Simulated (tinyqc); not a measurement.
Worked calculation: phonon-assisted absorption at an indirect gap. Values are carried at full precision from step to step, so a last printed digit may differ when a step is redone from the rounded ones.

alpha(E) = sum_j A_j [N_j (E - Eg + w_j)^2 + (N_j + 1)(E - Eg - w_j)^2], each bracket counted only where its base is positive; N_j = 1/(exp(w_j/kB T) - 1). The first term absorbs a phonon and the second emits one; excitons and direct transitions are left out.

Constants: kB = 8.617333262e-05 eV/K.

Inputs chosen for the exercise (loosely those of Si at room temperature; Eg is not tied to T; not measured data): Eg = 1.133 eV (indirect gap, held fixed unless listed); w = (56.9, 18.3) meV (two zone-edge phonons); A = (3900, 260) 1/(cm eV^2) (their strengths); T = 77 K; E = 1.352 eV (photon energy); nr = 3.63 (refractive index); d = 3 micrometre (thickness); xj = 0.31 micrometre (dead layer at the surface); W = 5.6 micrometre (depleted width); L = 73 micrometre (minority diffusion length below it).

## The four branches at one energy

Evaluate the occupations and each term.

N_j: [0.0001887, 0.06772]

terms with phonon absorption (1/cm): [0.05603, 0.9914]

terms with phonon emission (1/cm): [102.5, 11.18]

alpha = 114.7 1/cm
wavelength hc/E (hc = 1239.841984 eV nm) = 917.0 nm

Phonon absorption supplies 0.9 % of alpha; the depth 1/alpha is 87.2 micrometre.

## What a slab does with it

Slab of thickness d in air, incoherent passes: R = ((nr - 1)/(nr + 1))^2, x = exp(-alpha d); transmitted Tr = (1 - R)^2 x/(1 - R^2 x^2), reflected Rt = R + (1 - R)^2 R x^2/(1 - R^2 x^2), absorbed Ab = (1 - R)(1 - x)/(1 - R x).

d in cm is 1e-4 times the value in micrometres.

R = 0.3227
x = 0.9662
Tr = 0.4910
Rt = 0.4757
Ab = 0.0333

A single pass would absorb (1 - R)(1 - x) = 0.0229; the back face adds 0.0104.

## Quantum efficiency of a diode

Photodiode (Gaertner form with a dead layer): QE = (1 - R) exp(-alpha xj) [1 - exp(-alpha W)/(1 + alpha L)], R = ((nr - 1)/(nr + 1))^2; responsivity = QE/E in A/W for E in eV.

Evaluate the factors; 1 micrometre = 1e-4 cm.

passes the dead layer = 0.9964
collected share = 0.4896
QE = 0.3305
responsivity = 0.2444 A/W

Without diffusion from below the collected share would be 0.0622.

## Checks

- Tr + Rt + Ab against 1: both 1.000000.

Run: tinyqc, `OMP_NUM_THREADS=1 python tinyqc.py 1650201 1650202 out.jsonl`; Intel(R) Xeon(R) Processor @ 2.30GHz, one thread, shared host; about 0.01 s of CPU time with all checks.
